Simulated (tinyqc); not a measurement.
Worked calculation: thin-film optics by transfer matrices. Values are carried at full precision from step to step, so a last printed digit may differ when a step is redone from the rounded ones.

Indices N = n + i k. Snell: N0 sin(theta) = N_j sin(theta_j), with Im(N_j cos theta_j) >= 0. Admittance y_j = N_j cos theta_j for s and N_j/cos theta_j for p. Phase delta_j = 2 pi N_j cos theta_j d_j/lambda. Layer matrix [[cos delta, -i sin delta/y], [-i y sin delta, cos delta]], multiplied from the top down to M. (B, C) = M (1, y_sub); r = (y0 B - C)/(y0 B + C), R = |r|^2, T = 4 Re y0 Re y_sub/|y0 B + C|^2, absorbed in the films 1 - R - T.

Values chosen for the exercise (indices near those of resist, ARC on Cu; not measured data): lam = 248 nm (vacuum wavelength); n0 = 1 (ambient index); n = (1.75, 1.835, 1.448) (n of resist, ARC, substrate); k = (0.012, 0.413, 1.742) (k in the same order); d = (685, 89.2) nm (thicknesses, top first); theta = 0 degrees (angle of incidence); pol = p (polarisation).

## Angles, admittances and phases

Form cos theta_j, y_j and delta_j.

cos theta_j: ambient 1.0000, film 1 1.0000, film 2 1.0000, substrate 1.0000

y_j: ambient 1.0000, film 1 1.7500+0.0120i, film 2 1.8350+0.4130i, substrate 1.4480+1.7420i

delta_j (rad): film 1 30.3708+0.2083i, film 2 4.1470+0.9333i

## Layer matrices and their product

Form each matrix and multiply from the top down.

matrix of film 1:
```
                1               2
1  0.5127+0.1814i  0.0636+0.5046i
2  0.1736+1.5479i  0.5127+0.1814i
```

matrix of film 2:
```
                 1                2
1  -0.7866+0.9076i  -0.1540+0.7102i
2  -1.5687+2.0368i  -0.7866+0.9076i
```

M:
```
                 1                2
1  -1.6956-0.3394i  -0.7158-0.0030i
2  -2.7154-0.3003i  -1.6941+0.2076i
```

Each matrix has determinant 1, and so has M.

## Reflection and transmission

Close the stack on the substrate.

B, C: -2.7269-1.5906i  -5.5299-2.9507i

r = -0.3302+0.0169i
R = 0.1093
T into the substrate = 0.0652
absorbed in the films = 0.8255

The bare substrate would reflect 0.3584.

## Checks

- R against the recursion of Airy sums from the substrate up: both 0.10931.

Program tinyqc; command `OMP_NUM_THREADS=1 python tinyqc.py 1651981 1651982 out.jsonl`; about 0.01 s on one thread of a shared Intel(R) Xeon(R) Processor @ 2.30GHz.
